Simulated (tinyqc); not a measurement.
Inside a calculation. Method: coherent transport through a tight-binding region between two chains. One step of it, computed by the program tinyqc.

Task: Transmission at E = 0.05 eV. Surface Green function g = (E - i sqrt(4 t^2 - E^2)) / (2 t^2); self-energy tc^2 g on each contact site; G = (E - H - Sigma)^(-1); Gamma = -2 Im Sigma; T = Gamma_L Gamma_R |G_LR|^2; local density of states -Im G_ii / pi.

H of the central region (eV):
```
           1          2          3          4          5          6
1   0.000000  -0.700000   0.000000   0.000000   0.000000  -0.700000
2  -0.700000   1.130000  -0.700000   0.000000   0.000000   0.000000
3   0.000000  -0.700000   1.130000  -0.700000   0.000000   0.000000
4   0.000000   0.000000  -0.700000   1.130000  -0.700000   0.000000
5   0.000000   0.000000   0.000000  -0.700000   1.130000  -0.700000
6  -0.700000   0.000000   0.000000   0.000000  -0.700000   0.000000
```

Leads: semi-infinite chains with site energy 0:
```
parameter                           value
lead hopping t (eV)              1.460000
coupling to the left lead (eV)   0.380000
coupling to the right lead (eV)  0.400000
left contact site                       1
right contact site                      5
```

E = 0.050000 eV

Give: g; G; local density of states; transmission.

Result:

g = 0.012-0.685i 1/eV

G (1/eV):
```
               1              2              3              4
1  -1.887-4.331i  -1.524-3.274i  -0.464-0.721i   0.808+2.162i
2  -1.524-3.274i  -4.901-2.477i  -4.608-0.548i  -2.210+1.632i
3  -0.464-0.721i  -4.608-0.548i  -6.646-0.125i  -4.217+0.356i
4   0.808+2.162i  -2.210+1.632i  -4.217+0.356i  -4.297-1.083i
5   1.711+4.057i   1.199+3.066i   0.140+0.674i  -0.984-2.027i
6   2.471+3.840i   4.543+2.919i   4.539+0.663i   2.459-1.895i

               5              6
1   1.711+4.057i   2.471+3.840i
2   1.199+3.066i   4.543+2.919i
3   0.140+0.674i   4.539+0.663i
4  -0.984-2.027i   2.459-1.895i
5  -1.658-3.800i  -0.744-3.587i
6  -0.744-3.587i  -4.171-3.533i
```

local density of states (1/eV): 1.379  0.789  0.040  0.345  1.210  1.125

transmission = 0.840
